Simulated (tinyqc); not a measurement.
The decay curve: photoconductance decay in a wafer: bulk and surface recombination modes, and iron detection by pair splitting. Computed by tinyqc, a small Python program. Command: `OMP_NUM_THREADS=1 python tinyqc.py 3110310 3110311 out.jsonl pcd walk`. One thread of a shared host (Intel(R) Xeon(R) Processor @ 2.30GHz), about 0.01 s of CPU time with the checks.

Both faces of the wafer have the same S; injection is low and all coefficients are constant. x runs from -W/2 to W/2.

Inputs (values chosen for the exercise, modelled on p-type silicon):
```
quantity,value,unit
thickness W,300,micrometre
diffusivity D,32.5,cm^2/s
bulk lifetime tau_b without iron,13,microsecond
surface recombination velocity S,98000,cm/s
absorption coefficient alpha,16,1/cm
```

Method:
- Even modes cos(a x) obey b tan b = S W/(2 D) with b = a W/2, odd modes sin(a x) obey -b cot b = S W/(2 D); each decays at the rate 1/tau_b + D a^2.
- tau_eff is the decay time of the first mode. The surface time is 1/(D a^2) of that mode; shortcuts for it are W/(2 S), W^2/(pi^2 D) and their sum, whose error is sum/surface time - 1.
- Light from one face makes n(x, 0) proportional to exp(-alpha (x + W/2)). Only even modes carry the thickness average: weight c_n = [sin b/b] int n cos(a x) dx / (int cos^2(a x) dx x mean n), with int exp(-alpha (x + W/2)) cos(a x) dx = [alpha cos b (1 - E) + a sin b (1 + E)]/(alpha^2 + a^2), E = exp(-alpha W), and int cos^2 = W/2 + sin(2 b)/(2 a).
- Mean density = sum_n c_n exp(-t/tau_n) over 60 modes; the local decay time is -1/(d ln n/dt).

W^2/(pi^2 D) = 2.80582 microsecond

tau_eff = 2.39189 microsecond

Decay:
```
t / (W^2/(pi^2 D)),t (microsecond),mean density/start,local decay time (microsecond)
0.02,0.0561,0.91235,0.9536
0.05,0.1403,0.84856,1.3483
0.10,0.2806,0.77450,1.7023
0.20,0.5612,0.66805,2.0572
0.50,1.4029,0.45965,2.3544
1.00,2.8058,0.25508,2.3911
2.00,5.6116,0.07892,2.3919
```

What follows from these numbers?

The local decay time goes from 0.954 to 2.39 microsecond against tau_eff = 2.39. Early on higher modes speed the decay, so a fit must start late.
